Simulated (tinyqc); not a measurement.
Worked calculation: harmonic frequencies on the UHF/sto-3g surface (energies and gradients from PySCF), for BeH, spin multiplicity 2. Computed by tinyqc, a small Python program that keeps every step (integrals from PySCF). Settings: charge = 0, multiplicity = 2, basis = sto-3g, delta = 0.01. Command: `OMP_NUM_THREADS=1 python tinyqc.py 20706 20707 out.jsonl` (the two numbers bound the seeds that draw the settings). One thread of a shared host (Intel(R) Xeon(R) Processor @ 2.60GHz), about 1 s of CPU time with the checks.

## One row of the Hessian: 1Bez

optimised positions (bohr):
```
            x         y          z
1Be  0.000000  0.000000  -0.084458
2H   0.000000  0.000000   2.374806
```

gradient at +delta (hartree/bohr):
```
              x           y            z
1Be  0.00000000  0.00000000   0.00227675
2H   0.00000000  0.00000000  -0.00227675
```

gradient at -delta (hartree/bohr):
```
              x           y            z
1Be  0.00000000  0.00000000  -0.00220759
2H   0.00000000  0.00000000   0.00220759
```

Displace 1Bez by +/-0.01 bohr; H(k, :) = (g(+) - g(-)) / (2 delta).

row of the Hessian (hartree/bohr^2): 1Bex 0.00000000, 1Bey 0.00000000, 1Bez 0.22421659, 2Hx 0.00000000, 2Hy 0.00000000, 2Hz -0.22421659

## Hessian by finite differences

All rows are made in the same way, and the matrix is symmetrised.

Hessian (symmetrised) (hartree/bohr^2), lower triangle:
```
             1Bex         1Bey         1Bez          2Hx          2Hy         2Hz
1Bex  -0.00000330
1Bey   0.00000000  -0.00000330
1Bez   0.00000000   0.00000000   0.22421659
2Hx    0.00000330   0.00000000   0.00000000  -0.00000330
2Hy    0.00000000   0.00000330   0.00000000   0.00000000  -0.00000330
2Hz    0.00000000   0.00000000  -0.22421659   0.00000000   0.00000000  0.22421659
```

## Normal modes

masses (u): 1Be 9.012182, 2H 1.007825

Diagonalise H_ij / sqrt(m_i m_j); the 5 smallest eigenvalues belong to translations and rotations; wavenumber = sqrt(eigenvalue / 1822.888) x 219474.63; each mode has its largest component positive (the first on a tie); zero-point energy = sum of wavenumbers / 2, with 349.755 1/cm per kcal/mol.

eigenvalues of the mass-weighted Hessian (hartree/(bohr^2 u)): -0.000004  -0.000004  0.000000  0.000000  0.000000  0.247355

harmonic wavenumbers of the vibrations (1/cm): 2556.6

mass-weighted modes:
```
         mode 1
1Bex   0.000000
1Bey   0.000000
1Bez  -0.317145
2Hx    0.000000
2Hy    0.000000
2Hz    0.948377
```

zero-point energy = 3.654859 kcal/mol
